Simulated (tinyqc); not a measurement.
Worked calculation: metal-induced gap states at the contact of a metal chain and a two-band chain. Values are carried at full precision from step to step, so a last printed digit may differ when a step is redone from the rounded ones.

The semiconductor alternates sites A at -Eg/2 and C at +Eg/2 with hopping -t; the gap runs from -Eg/2 to Eg/2. In the gap cosh(q a) = 1 + (Eg^2/4 - E^2)/(2 t^2) and the amplitude changes by -exp(-q a) a period. The metal has site energy 0 and hopping -tm; its end site has g_m = (E - i sqrt(4 tm^2 - E^2))/(2 tm^2). Sites 1, 2, ... count into the semiconductor, with energies e1, e2 alternating. The clean half chain has g1 = 1/(E - e1 - t^2 g2), g2 = 1/(E - e2 - t^2 g1), decaying root. With the contact G11 = 1/(1/g1 - tc^2 g_m), and the density on site j is -Im G_jj/pi = |psi_j/psi_1|^2 (-Im G11/pi), per spin, with psi_2/psi_1 = -t g2, psi_3/psi_2 = -t g1.

Constants: e^2/(4 pi eps0) = 14.39964547 eV angstrom.

Values chosen for the exercise (gap and optical dielectric constant near those of HfO2; the chain itself is a model; shifted at random, so the results belong to these values and not to a real crystal):
- Eg = 5.98 eV (gap)
- t = 2.63 eV (hopping in the semiconductor)
- a = 3.6 angstrom (period (two sites); one chain for each area a^2)
- E = 0.06 eV (energy from mid-gap)
- tm = 2.73 eV (hopping in the metal)
- tc = 2.07 eV (hopping across the contact)
- end = A (site that touches the metal)
- eps = 4 (dielectric constant)

## Decay in the gap

Form cosh(q a), l = exp(-q a), q and the decay length 1/(2q) of the density.

cosh(q a) = 1.64599
l = 0.33859
q = 0.30082 1/angstrom
xi, the decay length of the density = 1.662 angstrom

## Green functions

The decaying root is g1 = (1 - l)/(E - e1), g2 = (1 - l)/(E - e2), l = exp(-q a). Form them, g_m and G11.

g1, g2 (1/eV): 0.21685  -0.22574

g_m = 0.00403-0.36628i 1/eV
G11 = 0.19492-0.06659i 1/eV

## Density site by site

D1 = -Im G11/pi, D2 = (t g2)^2 D1, and each further period multiplies by l^2. The sum over all sites is (D1 + D2)/(1 - l^2). The Green functions stand in the order g1, g2.

density on sites 1 to 8 (1/eV): 0.02120  0.00747  0.00243  0.00086  0.00028  0.00010  0.00003  0.00001

Ds, the density per spin summed over the semiconductor = 0.03238 1/eV

The first period holds 89 % of the gap states at this energy.

## Pinning factor

Gap states per area N = 2 Ds/a^2 (two spins). Charge in them sits a distance xi from the metal, so S = 1/(1 + 4 pi e^2 N xi/eps), e^2 meaning e^2/(4 pi eps0); S is the change of the barrier per change of the metal work function.

N = 4.997e+13 1/(eV cm^2)
4 pi e^2 N xi/eps = 0.3757
S = 0.7269

Weak pinning, nearer the Schottky limit S = 1.

## Checks

- g1 from the closed form against decimation: both 0.216854.

Program tinyqc; command `OMP_NUM_THREADS=1 python tinyqc.py 1450865 1450866 out.jsonl`; about 0.01 s on one thread of a shared Intel(R) Xeon(R) Processor @ 2.30GHz.
